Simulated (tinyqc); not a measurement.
Lossy on-chip transmission line with skin effect: effect of the load resistance.

A uniform line in a homogeneous dielectric: c = sqrt(er)/(c0 Z0), l = Z0 sqrt(er)/c0 (c0 = 299792458 m/s), g = w c td, w = 2 pi f. The resistance joins its limits as r = sqrt(r_dc^2 + r_hf^2), with r_dc = rho/(wd th), r_hf = kr rho/(2 delta (wd + th)), delta = sqrt(rho/(pi f mu0)), mu0 = 4 pi 1e-7 H/m; this is an interpolation, and internal inductance, up to 0.05 nH/mm at low frequency, is neglected.

gamma = sqrt((r + i w l)(g + i w c)) = alpha + i beta, Zc = sqrt((r + i w l)/(g + i w c)), roots with positive real part; loss 8.685889638 alpha in dB; phase velocity w/beta. ZL = 1/(1/RL + i w CL); reflection (ZL - Zc)/(ZL + Zc); Zin = Zc (ZL + Zc tanh(gamma len))/(Zc + ZL tanh(gamma len)); H = V_load/V_source = [Zin/(Zin + Rg)]/[cosh(gamma len) + (Zc/ZL) sinh(gamma len)].

Inputs (values chosen for the exercise):

| symbol | value | unit | meaning |
|---|---|---|---|
| wd | 4.1 | um | width of the strip |
| th | 1.3 | um | thickness of the strip |
| rho | 2 | uohm cm | resistivity |
| er | 3 |  | relative permittivity |
| td | 0.002 |  | loss tangent |
| Z0 | 60 | ohm | lossless impedance sqrt(l/c) |
| kr | 1.5 |  | factor for crowding and the return path |
| len | 1.3 | mm | length |
| Rg | 25 | ohm | source resistance |
| CL | 100 | fF | load capacitance |
| f | 0.25 | GHz | frequency |

The same in every row: r (ohm/mm) = 3.803; r/(w l) = 6.984; loss (dB/mm) = 0.1373; |Zc| (ohm) = 159.4; phase velocity over c0 = 0.2879; length in wavelengths = 0.003765.

Result of one run:
```
RL (ohm),|H| (dB)
10000,-0.02492
```

What becomes of these results when the load resistance RL is changed from 10000 to 25 ohm, all else the same?

Result of the changed run:
```
RL (ohm),|H| (dB)
25,-6.840
```

The whole series:
```
RL (ohm),|H| (dB)
10,-12.03
25,-6.840
50,-4.076
75,-2.918
150,-1.580
500,-0.5043
10000,-0.02492
```

As RL goes from 10 to 10000, the loss stays at 0.137 dB/mm, |Zc| stays at 159 ohm and |H| goes from -12.0 to -0.0249 dB, with its highest value among the rows, -0.0249 dB, at RL = 10000.

Numbers from tinyqc (`OMP_NUM_THREADS=1 python tinyqc.py 2810122 2810123 out.jsonl`; about 0.01 s on one thread of a shared Intel Xeon 2.30GHz).
